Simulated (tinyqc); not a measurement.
CCSD on RHF in the 6-31g basis, for H4, spin multiplicity 1, step by step. One step of it, computed by the program tinyqc.

Task: Orthogonalisation. S = U s U^T; symmetric (Loewdin) form X = U s^(-1/2) U^T, so that X^T S X = 1.

overlap S, lower triangle:
```
          1H 1s     1H 2s     2H 1s     2H 2s     3H 1s     3H 2s     4H 1s     4H 2s
1H 1s  1.000000
1H 2s  0.658292  1.000000
2H 1s  0.373036  0.474176  1.000000
2H 2s  0.474176  0.817701  0.658292  1.000000
3H 1s  0.007999  0.106715  0.176329  0.359677  1.000000
3H 2s  0.106715  0.326703  0.359677  0.690067  0.658292  1.000000
4H 1s  0.000081  0.016580  0.007999  0.106715  0.373036  0.474176  1.000000
4H 2s  0.016580  0.103420  0.106715  0.326703  0.474176  0.817701  0.658292  1.000000
```

Give: eigenvalues of S; X.

Result:

eigenvalues of S: 0.021  0.114  0.338  0.478  0.565  0.797  2.106  3.581

X, lower triangle:
```
        1H 1s   1H 2s   2H 1s   2H 2s   3H 1s   3H 2s   4H 1s  4H 2s
1H 1s   1.280
1H 2s  -0.470   2.163
2H 1s  -0.128   0.135   1.298
2H 2s  -0.035  -1.585  -0.651   3.589
3H 1s   0.004   0.008  -0.016   0.085   1.298
3H 2s   0.130   0.672   0.085  -2.018  -0.651   3.589
4H 1s  -0.017  -0.047   0.004   0.130  -0.128  -0.035   1.280
4H 2s  -0.047  -0.220   0.008   0.672   0.135  -1.585  -0.470  2.163
```
